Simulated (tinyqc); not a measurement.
# Ballistic Schottky-barrier transistor with a one-dimensional channel, WKB contacts: effects of single changes

Source Fermi level 0, drain Fermi level -Vd. Far from the contacts Ec = pn - psi, and the gate moves psi one to one; the band edges relax as exp(-x/lam) from pn at the source and pn - Vd at the drain; Ev = Ec - Eg. A carrier of energy w inside the channel band meets at a contact a barrier of height D (the contact edge beyond the channel edge): T = 1 for w >= D, else exp(-S), S = 4 lam sqrt(m/C) [sqrt(D - w) - sqrt(w) arctan sqrt((D - w)/w)], C = hbar^2/(2 m0). The two contacts combine as Ts Td/(Ts + Td - Ts Td).

Inputs (values chosen for the exercise); channel values close to those of a silicon nanowire with silicide contacts:
- T = 350 K (temperature)
- Eg = 1.12 eV (band gap)
- pn = 0.7 eV (barrier for electrons at both contacts)
- mn = 0.2 m0 (electron mass)
- mp = 0.25 m0 (hole mass)
- g = 2 (valleys or subbands)
- lam = 2.3 nm (screening length at the contacts)
- Vd = 0.7 V (drain bias)
- ps = -0.41 V (band shift psi of the channel by the gate)

Constants: q = 1.602176634e-19 C, kB = 1.380649e-23 J/K, hbar = 1.054571817e-34 J s, h = 6.62607015e-34 J s, m0 = 9.1093837015e-31 kg, Vt = kB T/q, hbar^2/(2 m0) = 0.0380998212 eV nm^2. Results are converted to the units shown.

Each table varies one quantity; the others keep the values above.

## Barrier height from the temperature dependence

I = g (2 q^2/h) int T(w) [f(Es + w) - f(Ed + w)] dw, f(y) = 1/(1 + exp(y/Vt)). Electrons: Ds = psi, Dd = psi - Vd, Es = Ec, Ed = Ec + Vd. Holes: Ds = -psi, Dd = Vd - psi, Es = -Ev, Ed = -Ev - Vd. The size of each current is taken; both flow from drain to source and add. The integrals are converged. The apparent barrier is -d ln(I_e/T^1)/d(q/kB T), taken between T - 10 K and T + 10 K for the electron current.

Barrier height from the temperature dependence:

| ps (V) | electrons (uA) | Ec (eV) | apparent barrier (eV) |
|---|---|---|---|
| -0.25 | 9.78e-14 | 0.950 | 0.950 |
| -0.18 | 9.96e-13 | 0.880 | 0.880 |
| -0.11 | 1.01e-11 | 0.810 | 0.810 |
| -0.04 | 1.03e-10 | 0.740 | 0.740 |
| 0 | 3.89e-10 | 0.700 | 0.700 |
| 0.1 | 2.16e-9 | 0.600 | 0.639 |
| 0.17 | 6.72e-9 | 0.530 | 0.591 |
| 0.24 | 2.23e-8 | 0.460 | 0.538 |
| 0.31 | 7.95e-8 | 0.390 | 0.481 |
| 0.38 | 3.02e-7 | 0.320 | 0.421 |
| 0.45 | 1.21e-6 | 0.250 | 0.359 |

For psi < 0 the channel edge is the highest point, and the apparent barrier follows Ec one to one (0.950 eV against 0.950). At flat band it is 0.700 eV (psi = 0 V), near pn = 0.7 eV. Beyond, the top stays at pn but tunnelling lowers the apparent value to 0.359 eV in the last row, so only the point where the line bends gives the true barrier.

## Ambipolar transfer curve

Same model as above.

Swing = d(psi)/d(log10 I).

Ambipolar transfer curve:

| ps (V) | electrons (uA) | holes (uA) | I (uA) | swing (mV/decade) |
|---|---|---|---|---|
| -0.34 | 4.947e-15 | 1.253 | 1.253 | -603.8 |
| -0.23 | 1.898e-13 | 0.7837 | 0.7837 | -482.2 |
| -0.12 | 7.281e-12 | 0.4311 | 0.4311 | -372.3 |
| -0.01 | 2.793e-10 | 0.1956 | 0.1956 | -276.1 |
| 0.1 | 2.158e-9 | 0.06588 | 0.06588 | -197.1 |
| 0.2 | 1.114e-8 | 0.01680 | 0.01680 | -146.8 |
| 0.31 | 7.951e-8 | 0.002529 | 0.002529 | -128.1 |
| 0.42 | 6.625e-7 | 3.645e-4 | 3.652e-4 | -135.8 |
| 0.53 | 6.258e-6 | 6.082e-5 | 6.708e-5 | -189.8 |
| 0.63 | 5.245e-5 | 1.354e-5 | 6.598e-5 | 163.5 |
| 0.74 | 5.423e-4 | 1.112e-6 | 5.434e-4 | 114.4 |
| 0.85 | 0.003908 | 2.898e-8 | 0.003908 | 148.8 |

I goes from 1.25 through a minimum of 6.60e-5 (at ps = 0.63 V among the rows listed) to 0.00391 uA; the exact minimum lies at psi = 0.583 V. Holes carry the left branch and electrons the right. The ratio of the last row to the smallest is 59.2 and of the first row 19000, with barriers of 0.7 eV for electrons and 0.420 eV for holes. The steepest swing among the rows is 114 mV/decade, against the thermionic limit 69.4.

## Effect of the screening length

Same model as above.

Results:

| lam (nm) | current of the holes (uA) | share over the barriers (%) | \|d psi/d log10\| of this current (mV/decade) |
|---|---|---|---|
| 0.5 | 26.42 | 1.585e-5 | 1406 |
| 1.6 | 4.089 | 1.024e-4 | 837.9 |
| 2.6 | 1.113 | 3.761e-4 | 640.6 |
| 3.7 | 0.3226 | 0.001298 | 524.5 |
| 4.8 | 0.1069 | 0.003918 | 457.2 |
| 5.9 | 0.03943 | 0.01062 | 417.1 |
| 8 | 0.007657 | 0.05469 | 386.5 |

Estimate the missing row, lam = 6.9 nm.

Computed row:

| lam (nm) | current of the holes (uA) | share over the barriers (%) | \|d psi/d log10\| of this current (mV/decade) |
|---|---|---|---|
| 6.9 | 0.01733 | 0.02417 | 396.4 |

With this row back in the table: The current falls from 26.4 to 0.00766 uA, while the share over the barriers rises from 1.58e-5 to 0.0547 %: the thermionic part does not depend on lam, and a thinner barrier adds tunnelling. The swing falls from 1410 to 386 mV/decade.

Range of the model: No scattering, image-force lowering, channel charge or band-to-band tunnelling; parabolic kappa overstates S deep in the gap.

Numbers from tinyqc (`OMP_NUM_THREADS=1 python tinyqc.py 2390012 2390013 out.jsonl`; about 0.05 s on one thread of a shared Intel Xeon 2.30GHz).
